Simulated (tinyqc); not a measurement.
# Inputs raised by 5 %, one at a time

Model: Schottky barrier with interface states (Cowley-Sze model), image lowering and contact resistance. Computed by tinyqc, a small Python program. Command: `OMP_NUM_THREADS=1 python tinyqc.py 3000230 3000231 out.jsonl pinning sens`. One thread of a shared host (Intel(R) Xeon(R) Processor @ 2.30GHz), about 0.02 s of CPU time with the checks.

An n-type semiconductor under a metal. The barrier lies between the Schottky-Mott limit phi_M - chi and the Bardeen limit E_g - E_n, E_n being the neutrality level of the interface states; the space-charge term of the full Cowley-Sze expression is left out.

Inputs (values chosen for the exercise, with gap, mass and screening modelled on germanium): gap E_g = 0.674 eV; electron affinity chi = 4.1 eV; metal work function phi_M = 4.7 eV; neutrality level E_n above the valence band = 0.102 eV; interface-state density D = 3.8e+12 cm^-2 eV^-1; dipole layer thickness delta = 0.41 nm; dipole layer constant eps_i = 2; dielectric constant eps_s = 15.9; electron mass m_e = 0.212 m_0; valleys M_c = 4; donor density N = 2.5e+17 cm^-3; temperature T = 200 K; reverse bias V_r = 0.63 V.

Pinning factor from: interface states.

Constants: e = 1.602176634e-19 C; eps_0 = 8.8541878128e-12 F/m; k_B = 8.617333262e-05 eV/K; m_0 = 9.1093837015e-31 kg; k_B = 1.380649e-23 J/K; h = 6.62607015e-34 J s; hbar = 1.054571817e-34 J s.

Method:
- S = 1/(1 + e^2 D delta/(eps_i eps_0)); for D per eV, e^2 D is the number e x D in SI units, with 1 cm^-2 = 1e4 m^-2.
- phi_B = S (phi_M - chi) + (1 - S)(E_g - E_n); the hole barrier is E_g - phi_B.
- N_c = 2 M_c (2 pi m_e k_B T/h^2)^(3/2); xi = E_c - E_F solves N = N_c F_1/2(-xi/k_B T) (bisection; full ionisation).
- F_1/2(eta) = (2/sqrt(pi)) int_0^infinity sqrt(x)/(1 + exp(x - eta)) dx, by the trapezoid rule in t = sqrt(x) with step 0.02 up to t = 12 (for eta < -12 by exp(eta) - exp(2 eta)/2^(3/2)).
- V_bi = phi_B - xi; W = sqrt(2 eps_s eps_0 (V_bi + V_r - k_B T/e)/(e N)); field at the metal E_m = e N W/(eps_s eps_0); image lowering sqrt(e E_m/(4 pi eps_s eps_0)).
- A* = 4 pi e m_e M_c k_B^2/h^3 (a simple valley count); J_s = A* T^2 exp(-phi/k_B T).
- E_00 = (e hbar/2) sqrt(N/(m_e eps_s eps_0)), E_0 = E_00 coth(E_00/k_B T); scaling form of the contact resistivity rho_c = (k_B/(e A* T)) exp(phi_B/E_0), which is the thermionic result when E_00 << k_B T and keeps only the leading exponential of tunnelling when E_00 >> k_B T; image lowering is left out of it.

Runs; columns: (1) input moved; (2) from; (3) to; (4) barrier phi_B (eV); (5) contact resistivity rho_c (ohm cm^2); (6) depletion width W (nm); (7) image lowering (eV):
```
(1)                                                   (2)        (3)      (4)         (5)     (6)       (7)
base run                                                -          -  0.59654  1.7433e+06  90.178  0.048204
electron affinity chi (eV)                            4.1      4.305  0.41687  6.9086e+01  82.880  0.046212
neutrality level E_n above the valence band (eV)    0.102     0.1071  0.59591  1.6824e+06  90.154  0.048197
interface-state density D (cm^-2 eV^-1)           3.8e+12   3.99e+12  0.59639  1.7286e+06  90.172  0.048202
donor density N (cm^-3)                           2.5e+17  2.625e+17  0.59654  1.6644e+06  88.037  0.048804
temperature T (K)                                     200        210  0.59654  3.6310e+05  89.990  0.048153
dielectric constant eps_s                            15.9     16.695  0.59654  1.8222e+06  92.405  0.046472
```

Exponents ln(y'/y) / ln(x'/x):
```
input                                        barrier phi_B  contact resistivity rho_c  depletion width W  image lowering
electron affinity chi                               -7.345                   -207.746             -1.730          -0.865
neutrality level E_n above the valence band         -0.022                     -0.729             -0.006          -0.003
interface-state density D                           -0.005                     -0.174             -0.001          -0.001
donor density N                                      0.000                     -0.950             -0.492           0.254
temperature T                                        0.000                    -32.156             -0.043          -0.021
dielectric constant eps_s                            0.000                      0.907              0.500          -0.750
```

Which inputs matter most for each result?

Among the inputs moved here: barrier phi_B answers most in size to electron affinity chi (exponent -7.345), next to neutrality level E_n above the valence band (-0.022); its exponent is below 0.0005 for donor density N, temperature T, dielectric constant eps_s. Contact resistivity rho_c answers most in size to electron affinity chi (exponent -207.746), next to temperature T (-32.156). Depletion width W answers most in size to electron affinity chi (exponent -1.730), next to dielectric constant eps_s (+0.500). Its exponent -0.492 in donor density N: W goes as N^(-1/2). Image lowering answers most in size to electron affinity chi (exponent -0.865), next to dielectric constant eps_s (-0.750). Its exponent +0.254 in donor density N: the lowering goes as the root of the field, N^(1/4).

Caution (all rows): the field is near breakdown. Caution (rows donor density N): E_00 = (e hbar/2) sqrt(N/(m_e eps_s eps_0)) is above 0.3 k_B T, so tunnelling through the barrier adds to the thermionic currents, most of all under reverse bias.
